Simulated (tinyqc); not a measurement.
Inside a calculation. Method: coupled-perturbed Hartree-Fock on RHF in the 6-31g basis, for HeH+, spin multiplicity 1. One step of it, computed by the program tinyqc.

Question. Coupled step 2. U_ai = -(mu_ai + sum_bj [4 (ai|bj) - (ab|ij) - (aj|bi)] U_bj) / (e_a - e_i); alpha = -4 sum U_ai mu_ai.

U after step 1, order a2, a3, a4:
$$\begin{pmatrix}
-0.659472 \\
0.125869 \\
0.078327
\end{pmatrix}$$

dipole integrals <a|z|i> (bohr), order a2, a3, a4:
$$\begin{pmatrix}
0.613327 \\
-0.202824 \\
-0.120993
\end{pmatrix}$$

orbital energies (hartree): MO1 -1.484240, MO2 -0.360373, MO3 0.472094, MO4 1.071167

Two-electron integrals over orbitals (pq|rs), unique and non-zero (hartree):
```
(11|11) 0.984661    (21|11) -0.159583   (21|21) 0.091138    (22|11) 0.495286
(22|21) 0.049764    (22|22) 0.571751    (31|11) -0.005825   (31|21) -0.034321
(31|22) -0.065452   (31|31) 0.031483    (32|11) -0.113455   (32|21) -0.033644
(32|22) -0.143641   (32|31) 0.055652    (32|32) 0.134833    (33|11) 0.445129
(33|21) 0.082020    (33|22) 0.573032    (33|31) -0.091788   (33|32) -0.190340
(33|33) 0.638881    (41|11) -0.268478   (41|21) 0.086329    (41|22) -0.050065
(41|31) -0.005939   (41|32) 0.012564    (41|33) -0.018400   (41|41) 0.193282
(42|11) 0.139418    (42|21) -0.031880   (42|22) 0.032365    (42|31) -0.003154
(42|32) -0.023176   (42|33) 0.029061    (42|41) -0.074601   (42|42) 0.040673
(43|11) 0.010376    (43|21) -0.012306   (43|22) -0.021577   (43|31) 0.010250
(43|32) 0.007658    (43|33) -0.025880   (43|41) 0.008424    (43|42) -0.000024
(43|43) 0.010214    (44|11) 0.811903    (44|21) -0.139865   (44|22) 0.415346
(44|31) 0.010206    (44|32) -0.069681   (44|33) 0.366349    (44|41) -0.211464
(44|42) 0.106150    (44|43) 0.017570    (44|44) 0.729885
```

Give: U after step 2; polarisability.

Answer.

U after step 2, order a2, a3, a4:
$$\begin{pmatrix}
-0.6854 \\
0.1309 \\
0.0867
\end{pmatrix}$$

polarisability = 1.8297 bohr^3
